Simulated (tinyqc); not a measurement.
How many levels, and whether to terminate: recursion (Haydock) method for the local density of states: surface site of a square lattice.

One orbital a site at energy 0, hopping -t to the 4 nearest neighbours of a square lattice; the start u0 is a site in the outermost layer of a half crystal, with energy V. Recursion: a_n = <u_n|H|u_n>, b_(n+1) u_(n+1) = (H - a_n) u_n - b_n u_(n-1), b > 0. G(z) = 1/(z - a0 - b1^2/(z - a1 - b2^2/(...))), z = E + i eta. After n levels the tail is b_n^2 T with the square-root terminator T = (z - sqrt(z - 2b) sqrt(z + 2b))/(2 b^2), b = 2t so that the band edges lie at -/+ 4t.

Reference: the closed form for a chain (bulk 1/sqrt(z^2 - 4t^2), end site (z - sqrt(z^2 - 4t^2))/(2t^2)), averaged over 400 points (j + 1/2) pi/400 in each remaining direction with z shifted by 2t cos k, then G/(1 - V G).

Inputs chosen for the exercise:

| symbol | value | unit | meaning |
|---|---|---|---|
| t | 0.52 | eV | hopping |
| V | 0 | eV | shift of the starting site |
| eta | 0.026 | eV | broadening |

Energies as fractions of the half width 4t.

Density (1/eV):

| fraction | E (eV) | 2 levels | 4 levels | 7 levels | 7, no terminator | reference |
|---|---|---|---|---|---|---|
| -1.10 | -2.288 | 0.0037 | 0.0037 | 0.0037 | 0.0036 | 0.0037 |
| -0.90 | -1.872 | 0.0623 | 0.0593 | 0.0630 | 0.2602 | 0.0620 |
| -0.60 | -1.248 | 0.2148 | 0.2129 | 0.2150 | 0.0471 | 0.2150 |
| -0.35 | -0.728 | 0.3247 | 0.3165 | 0.3156 | 2.0212 | 0.3141 |
| -0.15 | -0.312 | 0.3617 | 0.3678 | 0.3655 | 0.0376 | 0.3667 |
| 0.00 | 0.000 | 0.3682 | 0.3768 | 0.3835 | 3.5990 | 0.3822 |
| 0.15 | 0.312 | 0.3617 | 0.3678 | 0.3655 | 0.0376 | 0.3667 |
| 0.35 | 0.728 | 0.3247 | 0.3165 | 0.3156 | 2.0212 | 0.3141 |
| 0.60 | 1.248 | 0.2148 | 0.2129 | 0.2150 | 0.0471 | 0.2150 |
| 0.90 | 1.872 | 0.0623 | 0.0593 | 0.0630 | 0.2602 | 0.0620 |
| 1.10 | 2.288 | 0.0037 | 0.0037 | 0.0037 | 0.0036 | 0.0037 |

Largest errors against the reference: 0.0140 (2 levels), 0.0054 (4), 0.0015 (7) and 3.217 without terminator, which leaves seven broadened spikes in place of a band. With seven levels the error is largest at E = -0.73 and 0.73 eV.

Run: tinyqc, `OMP_NUM_THREADS=1 python tinyqc.py 1450203 1450204 out.jsonl`; Intel(R) Xeon(R) Processor @ 2.30GHz, one thread, shared host; about 0.01 s of CPU time with all checks.
